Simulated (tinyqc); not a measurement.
Comparisons within one model: model-solid line-up of a strained alloy layer on a substrate. A value that a table varies takes the place of the one given here.

All values of the alloy are linear in x but the gap, Eg(x) = (1 - x) Eg_A + x Eg_B - C x (1 - x), and the valence edge, Ev(x) = (1 - x) Ev_A + x Ev_B + fv C x (1 - x); Ec = Ev + Eg. Ev is the top of the unstrained valence band on a scale common to all materials. In the layer only the Gamma valley of the conduction band is followed, also where an X or L valley would lie lower.

Coherent growth on a (001) face: e_par = (a_s - a)/a, e_perp = -2 (C12/C11) e_par; exx = eyy = e_par, ezz = e_perp, no shear.

Strained edges: Ec + ac tr(e); the valence edges are Ev plus the levels of the 6 x 6 matrix of X, Y, Z times spin with -Dso/3 + l exx + m (eyy + ezz) on the diagonal (cyclic), n exy off it, l = av + 2 b, m = av - b, n = sqrt(3) d. Spin-orbit term (Dso/3) L.sigma on X, Y, Z with (L_k)_ij = -i epsilon_kij: <X+|H|Y+> = -i Dso/3, <X+|H|Z-> = Dso/3, <Y+|H|Z-> = -i Dso/3, <Z+|H|X-> = -Dso/3, <Z+|H|Y-> = i Dso/3, <X-|H|Y-> = i Dso/3, and their conjugates; + and - are the spin along z.

dEc = Ec(substrate) - Ec(layer), dEv = Ev(layer) - Ev(substrate); positive values confine the carrier in the layer. Type I: both of one sign; type II: opposite signs; type III: the gaps do not overlap.

Coherent growth: e_par = (a_s - a)/a. (001): e_perp = -2 (C12/C11) e_par; exx = eyy = e_par, ezz = e_perp, no shear. (111): e_perp = -(2 C11 + 4 C12 - 4 C44)/(C11 + 2 C12 + 4 C44) e_par; exx = eyy = ezz = (2 e_par + e_perp)/3 and exy = eyz = ezx = (e_perp - e_par)/3. (110): e_perp = -(C11 + 3 C12 - 2 C44)/(C11 + C12 + 2 C44) e_par; exx = eyy = (e_par + e_perp)/2, ezz = e_par, exy = (e_perp - e_par)/2, eyz = ezx = 0.

Parameters, chosen for this exercise (A near GaAs, B near GaSb, substrate near InP; not measured data): a = (5.65, 6.097) angstrom (lattice constant of A, B); Eg = (1.524, 0.811) eV (gap at Gamma to the s-like level of A, B); Dso = (0.339, 0.757) eV (spin-orbit splitting of A, B); Ev = (-0.81, -0.03) eV (top of the unstrained valence band of A, B); ac = (-7.12, -7.45) eV (conduction deformation potential of A, B); av = (1.16, 0.79) eV (valence hydrostatic potential of A, B); b = (-1.98, -2.02) eV (tetragonal shear potential of A, B); d = (-4.78, -4.72) eV (trigonal shear potential of A, B); C11 = (121.3, 89.2) GPa (of A, B); C12 = (55.8, 40.3) GPa (of A, B); C44 = (59.9, 43.2) GPa (of A, B); C = 1.362 eV (bowing of the gap); fv = 0.75 (share of the bowing taken by the valence edge); a_s = 5.875 angstrom (substrate); Eg_s = 1.424 eV (lowest gap of the substrate); Ev_s = -0.95 eV (substrate valence edge); face = 001 (growth face); x = 0.62 (fraction of B).

## Composition against offsets

Each composition is strained to the same substrate.

Results:
```
x,e_par (%),relaxed gap (eV),strained gap (eV),valence splitting (meV),dEc (eV),dEv (eV),type
0.13,2.92,1.277,0.859,268,0.016,0.549,I
0.24,2.04,1.104,0.821,178,-0.035,0.638,II
0.35,1.18,0.965,0.806,98,-0.093,0.711,II
0.46,0.33,0.858,0.815,26,-0.160,0.769,II
0.57,-0.50,0.784,0.810,37,-0.235,0.849,II
0.68,-1.33,0.743,0.811,93,-0.318,0.930,II
0.79,-2.13,0.735,0.845,142,-0.408,0.987,II
0.90,-2.93,0.760,0.911,186,-0.507,1.020,II
```

How do the results move?

The alloy matches the substrate at x = 0.503, where the top valence edge changes its character and the splitting passes through zero. The strained gap runs from 0.859 to 0.911 eV, against 1.277 to 0.760 eV for the relaxed alloy: strain reverses the change that the composition makes. It is not monotonic; its extremes in the table are 0.806 and 0.911 eV. Strains above 2 % can be kept only in layers of a few nanometres. The type changes: I to II between x = 0.13 and 0.24. Offsets below about 50 meV are within the spread of parameter sets, so those rows do not settle the type.

## The same layer on three faces

Composition and substrate are kept.

Results:
```
face,e_perp (%),tr(e) (%),shift of Ec (meV),shift of Ev (meV),valence splitting (meV),gap (eV)
(001),0.801,-0.958,70.2,24.8,63.4,0.8064
(111),0.425,-1.334,97.7,23.3,66.9,0.8355
(110),0.502,-1.257,92.1,24.0,67.0,0.8291
```

How do the results move?

The layer yields most along the normal on (001) and least on (111), so the volume change, and with it the shift of Ec, is largest on (111). The valence splitting, set by b on (001), by d on (111) and by both on (110), is largest on (110). The gaps span 29 meV, from (001) to (111).

## What each parameter does

Strained gap, valence splitting and offsets. Each row changes one parameter from the base and keeps the others.

Results:
```
case,gap (eV),splitting (meV),dEc (eV),dEv (eV)
base,0.8064,63.4,-0.2715,0.8891
x = 0.64,0.8070,73.4,-0.2866,0.9036
a_s = 5.855 angstrom,0.8238,85.5,-0.2984,0.8986
C = 1.462 eV,0.7829,63.4,-0.2656,0.9067
fv = 0.95,0.8064,63.4,-0.3357,0.9532
Ev_s = -0.9 eV,0.8064,63.4,-0.2215,0.8391
"C12 = (64.17, 46.345) GPa",0.7941,67.6,-0.2627,0.8926
"ac = (-8.188, -8.567) eV",0.8169,63.4,-0.2820,0.8891
"av = (1.334, 0.908) eV",0.8078,63.4,-0.2715,0.8877
```

How do the results move?

The largest shifts from the base row, up to three for each result and ties (the steps differ in size, so this ranks the rows, not the parameters). gap (eV): C -0.0236, a_s +0.0174, C12 -0.0123; unchanged at the printed digits by fv and Ev_s. splitting (meV): a_s +22.1, x +10.0, C12 +4.2; unchanged at the printed digits by C, fv, Ev_s, ac and av. dEc (eV): fv -0.0642, Ev_s +0.0500, a_s -0.0269; unchanged at the printed digits by av. dEv (eV): fv +0.0642, Ev_s -0.0500, C +0.0177; unchanged at the printed digits by ac.

Program tinyqc; command `OMP_NUM_THREADS=1 python tinyqc.py 1050891 1050892 out.jsonl`; about 0.02 s on one thread of a shared Intel(R) Xeon(R) Processor @ 2.30GHz.
